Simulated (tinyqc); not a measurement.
Photoconductance decay in a wafer: bulk and surface recombination modes, and iron detection by pair splitting: one step, computed by the program tinyqc. Command: `OMP_NUM_THREADS=1 python tinyqc.py 3113633 3113634 out.jsonl pcd walk`. One thread of a shared host (Intel(R) Xeon(R) Processor @ 2.30GHz), about 0.01 s of CPU time with the checks.

Both faces of the wafer have the same S; injection is low and all coefficients are constant. x runs from -W/2 to W/2.

Problem. Decay rates of the even modes. Even modes cos(a x) obey b tan b = S W/(2 D) with b = a W/2, odd modes sin(a x) obey -b cot b = S W/(2 D); each decays at the rate 1/tau_b + D a^2.

Inputs (values chosen for the exercise, modelled on p-type silicon):
```
quantity                          value         unit
thickness W                         775   micrometre
diffusivity D                      28.1       cm^2/s
bulk lifetime tau_b without iron    290  microsecond
surface recombination velocity S   3400         cm/s
```

Give: the table «The first four even modes: b, surface rate and decay time» with the columns b_n, surface rate D a^2 (1/s), decay time (microsecond), for n = 0, 1, 2, 3.

Solution.

The first four even modes: b, surface rate and decay time:
```
n     b_n  surface rate D a^2 (1/s)  decay time (microsecond)
0  1.3003                3.1640e+04                    28.500
1  4.0054                3.0023e+05                     3.293
2  6.8813                8.8614e+05                     1.124
3  9.8683                1.8224e+06                     0.548
```
